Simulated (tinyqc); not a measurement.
Vacuum evaporation: vapour pressure, source flux, thickness distribution, purity and step coverage: one step, computed by the program tinyqc. Command: `OMP_NUM_THREADS=1 python tinyqc.py 3110733 3110734 out.jsonl evap walk`. One thread of a shared host (Intel(R) Xeon(R) Processor @ 2.30GHz), about 0.01 s of CPU time with the checks.

Molecular flow, unit sticking of the metal, no re-evaporation. The background gas is taken as water vapour (18.015 g/mol, collision diameter 0.37 nm) at 300 K.

Question. Scattering and purity. Mean free path lambda = k_B T_g/(sqrt2 pi d^2 p); unscattered share exp(-h/lambda); gas arrival p/sqrt(2 pi m_g k_B T_g); impurity ratio = sticking x gas arrival/metal arrival; monolayer time = 1e15 cm^-2/(sticking x gas arrival).

Inputs (values chosen for the exercise, modelled on copper, with constants for the liquid): source temperature T = 1450 K; source-to-wafer distance h = 51 cm; background pressure p = 8e-06 Pa; sticking of background gas = 0.9.

arrival rate at the centre = 5.271792e+13 1/(cm^2 s)

Constants: k_B = 1.380649e-23 J/K; u = 1.6605390666e-27 kg.

Give: mean free path; unscattered share; gas arrival rate; impurity ratio; monolayer time.

Answer.

mean free path = 851.2 m

unscattered share = 0.9994

gas arrival rate = 2.867e+13 1/(cm^2 s)

impurity ratio = 0.4895

monolayer time = 38.75 s

The gas that sticks amounts to more than a tenth of the metal, although few metal atoms scatter on the way: purity, not the free path, sets the vacuum needed.
